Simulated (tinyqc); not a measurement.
Inside a calculation. Method: FCI on RHF in the sto-3g basis, for H3+, spin multiplicity 1. One step of it, computed by the program tinyqc.

Problem. FCI: roots. Diagonalise (each vector has its largest component positive (the first on a tie)); all determinants have Ms = 0, so triplets appear too. The lowest singlet root is the correlation energy.

Occupation strings over the orbitals (2 doubly, a alpha, b beta, 0 empty; spin orbitals ordered 1a 1b 2a 2b ...): 200 ab0 a0b ba0 b0a 020 0ab 0ba 002

H - E(HF) between determinants (hartree):
```
          200        ab0        a0b        ba0        b0a        020        0ab        0ba
200  0.000000   0.000000   0.000000   0.000000   0.000000   0.144315   0.000000   0.000000
ab0  0.000000   0.879950   0.000000  -0.144315   0.000000   0.084262   0.000000   0.000000
a0b  0.000000   0.000000   0.880274   0.000000  -0.144314   0.000000  -0.084211   0.084214
ba0  0.000000  -0.144315   0.000000   0.879950   0.000000  -0.084262   0.000000   0.000000
b0a  0.000000   0.000000  -0.144314   0.000000   0.880274   0.000000   0.084214  -0.084211
020  0.144315   0.084262   0.000000  -0.084262   0.000000   1.852479   0.000000   0.000000
0ab  0.000000   0.000000  -0.084211   0.000000   0.084214   0.000000   1.717133  -0.067786
0ba  0.000000   0.000000   0.084214   0.000000  -0.084211   0.000000  -0.067786   1.717133
002  0.144314  -0.084214   0.000000   0.084214   0.000000   0.067786   0.000000   0.000000

           002
200   0.144314
ab0  -0.084214
a0b   0.000000
ba0   0.084214
b0a   0.000000
020   0.067786
0ab   0.000000
0ba   0.000000
002   1.853069
```

Give: lowest roots of this matrix, relative to E(HF); lowest vectors; <S^2> of these roots; weight of the ground state by excitation level 0, 1, 2, ....

Solution.

lowest roots of this matrix, relative to E(HF) (hartree): -0.021  0.736  0.736  0.989  0.989  1.649  1.821  1.821

lowest vectors:
```
     root 1  root 2  root 3  root 4
200   0.995   0.000   0.000   0.000
ab0   0.000   0.707   0.000   0.692
a0b   0.000   0.000   0.707   0.000
ba0   0.000   0.707   0.000  -0.692
b0a   0.000   0.000   0.707   0.000
020  -0.074   0.000   0.000  -0.146
0ab   0.000   0.000   0.000   0.000
0ba   0.000   0.000   0.000   0.000
002  -0.074   0.000   0.000   0.146
```

<S^2> of these roots: 0.000  2.000  2.000  0.000  0.000  2.000  0.000  0.000

weight of the ground state by excitation level 0, 1, 2, ...: 0.989  0.000  0.011
